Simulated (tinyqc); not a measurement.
Scan in temperature at fixed frequency: admittance spectroscopy and thermally stimulated current of one trap level in a depletion layer. Computed by tinyqc, a small Python program. Command: `OMP_NUM_THREADS=1 python tinyqc.py 3112904 3112905 out.jsonl admit walk`. One thread of a shared host (Intel(R) Xeon(R) Processor @ 2.30GHz), about 0.01 s of CPU time with the checks.

A Schottky junction on n-type material holds one donor-like electron trap; shallow donors are fully ionised and abrupt depletion edges are assumed.

Inputs (values chosen for the exercise, modelled on n-type 4H-SiC): dielectric constant eps = 9.79; density-of-states mass m = 0.753 m_0; shallow doping N = 2e+16 1/cm^3; trap density N_t = 2.3e+15 1/cm^3; trap depth E_t below the band = 0.17 eV; capture cross section sigma = 4.7e-17 cm^2; band bending V_b = 1.8 V; test frequency f = 900000 Hz.

Constants: k_B = 1.380649e-23 J/K; m_0 = 9.1093837015e-31 kg; h = 6.62607015e-34 J s; k_B = 8.617333262e-05 eV/K; eps_0 = 8.8541878128e-12 F/m; e = 1.602176634e-19 C.

Method:
- N_c = 2 (2 pi m k_B T/h^2)^(3/2), v_th = sqrt(3 k_B T/m), emission rate e_n = sigma v_th N_c exp(-E_t/(k_B T)).
- Where the level crosses the Fermi level capture equals emission, so the trap follows the signal with the rate 2 e_n; G/omega peaks at omega = 2 e_n (the correction for large N_t/N is left out).
- Solve 2 e_n(T_p) = 2 pi f.
- With E_c - E_F = k_B T_p ln(N_c/N): lambda = sqrt(2 eps eps_0 (E_t - (E_c - E_F))/(e^2 N)); traps are empty and charged for x < x_t = w - lambda, and V_b = e (N w^2 + N_t x_t^2)/(2 eps eps_0). High frequency: C_hf = eps eps_0/w. Low frequency: C_lf = eps eps_0 (N + N_t)/(N w + N_t x_t).
- With x = omega/(2 e_n): C = C_hf + (C_lf - C_hf)/(1 + x^2), G/omega = (C_lf - C_hf) x/(1 + x^2); C_hf and C_lf are held at their values at T_p.

peak temperature T_p = 251.223 K

C_hf = 28.9455 nF/cm^2

C_lf = 29.3564 nF/cm^2

Admittance:
```
T (K)  omega/(2 e_n)  C (nF/cm^2)  G/omega (nF/cm^2)
221.1         3.7633       28.973            0.10197
231.1         2.3414       29.009            0.14840
238.7         1.6724       29.054            0.18096
246.2         1.2221       29.110            0.20135
251.2         1.0009       29.151            0.20542
256.2         0.8255       29.190            0.20170
263.8         0.6237       29.241            0.18447
273.8         0.4406       29.290            0.15158
286.4         0.2933       29.324            0.11095
```

The peak of G/omega is half the step, 0.205 nF/cm^2. Its full width is near 2 ln(2 + sqrt3) k_B T_p^2/(E_t + 2 k_B T_p) = 67.2 K.

Extremes, crossings and ranges named in words are read from the listed rows.
